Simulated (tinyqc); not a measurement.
Sublattice potential against complex hopping: Haldane model. Computed by the program tinyqc. H_AA = delta - 2 t2 sum cos(k.b + phi), H_BB = -delta - 2 t2 sum cos(k.b - phi), H_AB = -t1 (1 + exp(-i k.a1) + exp(-i k.a2)), b = a1, a2 - a1, -a2, m = 3 sqrt3 t2 sin(phi); the sign of the Chern number follows the orientation k1 then k2.

Honeycomb lattice:
```
parameter,value
t1 (eV),1.350000
t2 (eV),0.170000
phi (rad),-0.720000
```

Gaps at the two valleys (eV) and Chern number of the lower band (12 x 12 mesh):
```
delta,gap 2|delta - m|,gap 2|delta + m|,Chern number
-1.048,0.931,3.261,0
-0.757,0.349,2.679,0
-0.349,0.467,1.863,1
0.000,1.165,1.165,1
0.233,1.631,0.699,1
0.437,2.039,0.291,1
0.728,2.621,0.291,0
1.165,3.495,1.165,0
```

What does the comparison show, and why?

Here |m| = 0.5825 eV. For |delta| < |m| the two valleys have masses of opposite sign and the Chern number is +/-1; one gap closes at |delta| = |m|, and beyond it the band is trivial.
